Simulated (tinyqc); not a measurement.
# Conduction-band offset of an n-N heterojunction from carrier-profile moments: two studies

Layer 1 (x < 0) accumulates electrons and layer 2 (x > 0) is depleted. Boltzmann statistics. The bands bend down by V1 in layer 1 and up by V2 in layer 2, with V1 + V2 = VD = dE + Vt ln[(N2/Nc2)/(N1/Nc1)].

Values chosen for this exercise; values of the order of III-V alloys:
```
symbol,value,unit,meaning
T,300,K,temperature
eps_r,13,,relative permittivity of both layers
Nc1,6.5e17,cm^-3,density of states of the narrow-gap layer 1
Nc2,6.2e17,cm^-3,density of states of the wide-gap layer 2
dE,0.19,eV,conduction-band offset
N1,1.3e16,cm^-3,donor density in layer 1
N2,1.4e16,cm^-3,donor density in layer 2
si,0,cm^-2,fixed charge at the interface
```

Constants: q = 1.602176634e-19 C, kB = 1.380649e-23 J/K, Vt = kB T/q, eps0 = 8.8541878128e-14 F/cm where lengths are in cm. Results are converted to the units shown.

Each table varies one quantity; the others keep the values above.

## Effect of the doping of the wide-gap layer

Sheet densities from the first integral: Q1 = sqrt((2 eps0 eps_r Vt N1/q)(exp(u1) - u1 - 1)) extra electrons, Q2 = sqrt((2 eps0 eps_r Vt N2/q)(exp(-u2) + u2 - 1)) missing ones, u = V/Vt; neutrality Q1 = Q2 + si.

Effect of the doping of the wide-gap layer:
```
N2 (cm^-3),VD (V),V1 (V),Q1 (cm^-2),n(0-)/Nc1
1e15,0.12491,0.016282,3.4568e10,0.037546
2.1e15,0.14409,0.023822,5.3446e10,0.050260
4.4e15,0.16321,0.033533,8.1087e10,0.073175
9.1e15,0.18200,0.045250,1.2049e11,0.11513
1.9e16,0.20103,0.059146,1.7806e11,0.19708
3.9e16,0.21962,0.074353,2.5879e11,0.35490
8e16,0.23820,0.090760,3.7398e11,0.66947
```

Q1 rises from 3.46e10 to 3.74e11 cm^-2, as N2^(0.54) over the table, while VD grows by Vt ln 10 a decade and the share V1/VD rises from 0.130 to 0.381. For N2 = 8e16 n(0-) nears or passes Nc1, where degeneracy and quantisation lower Q1.

## An error in the interface position

A C-V profile smears n(x) but keeps its zeroth and first moments: si = -int (N - n) dx, VD = (q/(eps0 eps_r)) int (N - n) x dx, dE = VD - Vt ln[(N2/Nc2)/(N1/Nc1)]. With the step of N placed at xi and the moment taken about xi, VD changes by (q/(eps0 eps_r)) [si xi + (N2 - N1) xi^2/2] and si by (N2 - N1) xi.

An error in the interface position:
```
xi (nm),error of si (cm^-2),error of dE (meV)
-30,-3.0000e9,0.62637
-22.5,-2.2500e9,0.35233
-15,-1.5000e9,0.15659
-7.5,-7.5000e8,0.039148
0,0,0
7.5,7.5000e8,0.039148
15,1.5000e9,0.15659
22.5,2.2500e9,0.35233
30,3.0000e9,0.62637
```

What does the table show?

Among the rows the error of dE lies between 0 and 0.626 meV, quadratic in xi, since without interface charge the first-order term vanishes; the error of si is linear, 1.00e8 cm^-2 a nanometre.

Computed by the program tinyqc: `OMP_NUM_THREADS=1 python tinyqc.py 2410077 2410078 out.jsonl`, one thread of a shared Intel Xeon 2.30GHz, about 0.06 s for the whole run.
